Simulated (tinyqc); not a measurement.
Growth mode over temperature: epitaxial growth on a vicinal surface: Burton-Cabrera-Frank step flow, step-edge barrier and island nucleation. Computed by tinyqc, a small Python program. Command: `OMP_NUM_THREADS=1 python tinyqc.py 3000964 3000965 out.jsonl stepflow walk`. One thread of a shared host (Intel(R) Xeon(R) Processor @ 2.30GHz), about 0.01 s of CPU time with the checks.

Adatoms land at rate F, hop on a square grid (a simplification for hexagonal faces), desorb, or join steps. Lengths are in units of a and n is the adatom coverage. Steps ascend at x = 0 and descend at x = l.

Inputs (values chosen for the exercise, close to those used for 4H-SiC(0001)):
```
quantity                     value      unit
site spacing a                3.08  angstrom
step height h                 2.52  angstrom
diffusion barrier E_d          1.9        eV
desorption energy E_a         3.72        eV
adatom formation energy E_f   1.63        eV
step-edge barrier E_s            0        eV
attempt frequency nu             1       THz
deposition rate F            0.054  layers/s
miscut angle                     1   degrees
temperature T                 1500         C
critical nucleus size i          1         -
```

Constants: k_B = 8.617333262e-05 eV/K.

Method:
- D = nu exp(-E_d/(k_B T)) (a^2/s, nu counted per direction); tau = exp(E_a/(k_B T))/nu; x_s = sqrt(D tau); n_eq = exp(-E_f/(k_B T)); terrace width l = h/(a tan(miscut)); Schwoebel length l_s = exp(E_s/(k_B T)) - 1.
- D n'' - n/tau + F = 0 with n(0) = n_eq and -l_s n'(l) = n(l) - n_eq. With u = n - F tau, A = n_eq - F tau, y = l/x_s, s = l_s/x_s: u = A cosh(x/x_s) + B sinh(x/x_s), B = A (1 - cosh y - s sinh y)/(sinh y + s cosh y). Flux into the ascending step J+ = D B/x_s, over the descending one J- = -(D/x_s)(A sinh y + B cosh y); step velocity J+ + J-; growth rate (J+ + J-)/l. For small y: J+ + J- = (F - n_eq/tau) l, J-/J+ = l/(l + 2 l_s).
- Island density on a flat surface without desorption: N = 0.25 (F/D)^(i/(i+2)) exp(E_i/((i+2) k_B T)) per site, with E_i = 0 for i = 1; spacing l_n = N^(-1/2). Step flow needs an effective width l_eff = 2 x(peak) below l_n.
- Temperatures in kelvin are T(C) + 273.15.
- x(peak) solves tanh(x/x_s) = -B/A. Rows where evaporation outweighs deposition are left out.

Scales:
```
T (C)  x_s (a)  l_s (a)  incorporated share  l_n (a)  l_eff/l_n
1300    822.80        0             0.99960   31.464     1.4897
1350    669.10        0             0.99914   33.812     1.3863
1400    550.88        0             0.99798   36.178     1.2956
1450    458.69        0             0.99496   38.559     1.2156
1500    385.90        0             0.98727   40.949     1.1447
1550    327.74        0             0.96826   43.344     1.0814
1600    280.79        0             0.92317   45.740     1.0248
1650    242.51        0             0.82065   48.133     0.9738
1700    211.01        0             0.59691   50.521     0.9278
```

What does the comparison show, and why?

The ratio falls below 1 between 1600 and 1650 C: islands below, step flow above. Incorporation goes from 100.0 % to 59.7 %, as n_eq rises towards F tau or x_s falls below the terrace width: the window for smooth growth closes from above.

Extremes, crossings and ranges named in words are read from the listed rows.
